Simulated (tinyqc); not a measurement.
# Metal-interlayer-semiconductor contact, depinning against tunnelling resistance, step by step

tinyqc, about 0.02 s, one thread, Intel Xeon 2.30GHz (shared host): `OMP_NUM_THREADS=1 python tinyqc.py 2270006 2270007 out.jsonl` Printed values are rounded.

Zero bias, n-type semiconductor. Gap states at the semiconductor surface thin out as exp(-be ti), which unpins the barrier; electrons must then cross the interlayer (a rectangular barrier, no voltage drop across it) and the parabolic depleted layer, both by WKB. Energies E are counted from the Fermi level; no image force, parabolic bands.

Values chosen for this exercise; semiconductor values close to those of In0.53Ga0.47As; interlayer mass of the order of that in hafnium oxide, offset chosen freely:
```
symbol   value   unit                                                           meaning
T          300      K                                                       temperature
Eg       0.753     eV                                                          band gap
eps_r       14                                                    relative permittivity
chi       4.33     eV                                                 electron affinity
Nc      2.1e17  cm^-3                            conduction-band density of states at T
mt      0.0399     m0                              tunnelling mass in the semiconductor
mA      0.0406     m0                                                   Richardson mass
Nd      1.1e19  cm^-3                                                     donor density
E0        0.49     eV                    charge-neutrality level above the valence band
S0        0.15                                        pinning factor without interlayer
phiM      4.81     eV                                               metal work function
ti         0.7     nm                                              interlayer thickness
dE        1.62     eV  conduction-band offset of the interlayer above the semiconductor
mi        0.19     m0                                 tunnelling mass in the interlayer
be         1.7   1/nm               decay constant of gap states through the interlayer
```

Constants: q = 1.602176634e-19 C, kB = 1.380649e-23 J/K, eps0 = 8.8541878128e-12 F/m, hbar = 1.054571817e-34 J s, h = 6.62607015e-34 J s, m0 = 9.1093837015e-31 kg, Vt = kB T/q, hbar^2/(2 m0) = 0.0380998212 eV nm^2. Results are converted to the units shown.

Range of the model: The Fermi level lies over 0.25 eV inside the band, where non-parabolicity lowers it and raises the mass.

## Pinning, barrier and scales

S = 1/(1 + (1/S0 - 1) exp(-be ti)); phiB = S (phiM - chi) + (1 - S)(Eg - E0); xi = Ec - EF deep inside, from Nd = Nc F(-xi/Vt), F(x) = (2/sqrt(pi)) int_0^infinity sqrt(u) du/(1 + exp(u - x)); band bending U = phiB - xi; E00 = (hbar/2) sqrt(Nd/(eps0 eps_r mt m0)) in volts; A = 4 pi q mA m0 kB^2/h^3.

S = 0.367118
phiB = 0.342665 eV
xi = -0.436293 eV
U = 0.778958 eV
E00 = 0.0823897 eV
A = 4.87903 A/(cm^2 K^2)

The interlayer moves the barrier from 0.296 eV to 0.343 eV; the unpinned limit is phiM - chi = 0.480 eV. E00/Vt = 3.19: by the usual rule of thumb (0.5 to 5) thermionic-field emission.

## Exponents and integrand on an energy grid

E, point 0 to 14 (eV): -0.43  -0.37786  -0.32571  -0.27357  -0.22143  -0.16929  -0.11714  -0.065  -0.01286  0.03929  0.09143  0.14357  0.19571  0.24786  0.3

With U = phiB - xi: for xi < E < phiB, y = (E - xi)/U and G1 = (U/E00) [sqrt(1 - y) - y ln((1 + sqrt(1 - y))/sqrt(y))], G1 = 0 above phiB; G2 = 2 ti sqrt(mi max(phiB + dE - E, 0)/C), C = hbar^2/(2 m0); f = 1/(1 + exp(E/Vt)); integrand exp(-G1 - G2) f.

```
point       G1       G2           f  integrand (1e-4)
0      9.17946  4.83598     1.00000           0.00819
1      7.69663  4.78300     1.00000           0.03803
2      6.56772  4.72941    0.999997           0.12408
3      5.60620  4.67522    0.999975           0.34263
4      4.76049  4.62039    0.999809           0.84305
5      4.00579  4.56491    0.998570           1.89308
6      3.32761  4.50873    0.989347           3.90902
7      2.71710  4.45186    0.925139           7.12474
8      2.16818  4.39425    0.621859           8.78345
9      1.67699  4.33586    0.179490           4.39232
10     1.24161  4.27669   0.0282867           1.13505
11     0.86143  4.21668  0.00385879           0.24047
12     0.53773  4.15581  5.15220e-4           0.04716
13     0.27450  4.09403  6.85655e-5           0.00869
14     0.08170  4.03131  9.12468e-6           0.00149
```

## Contact resistivity

1/rho_c = (A T^2/Vt^2) I, with I the trapezoid sum of the integrand over the grid.

I = 1.50624e-4 eV
rho_c = 1.0105e-5 ohm cm^2

A fine grid from xi upwards gives rho_c = 1.010e-5 ohm cm^2; the coarse value is within 0.01 % of it. The integrand peaks at E = -0.023 eV, and under 0.001 % of the current flows above phiB. Tunnelling through the interlayer costs a factor of 84.4 at this barrier height; the bare contact (ti = 0) has rho_c = 8.02e-8 ohm cm^2, so with the interlayer rho_c is 126 times that.
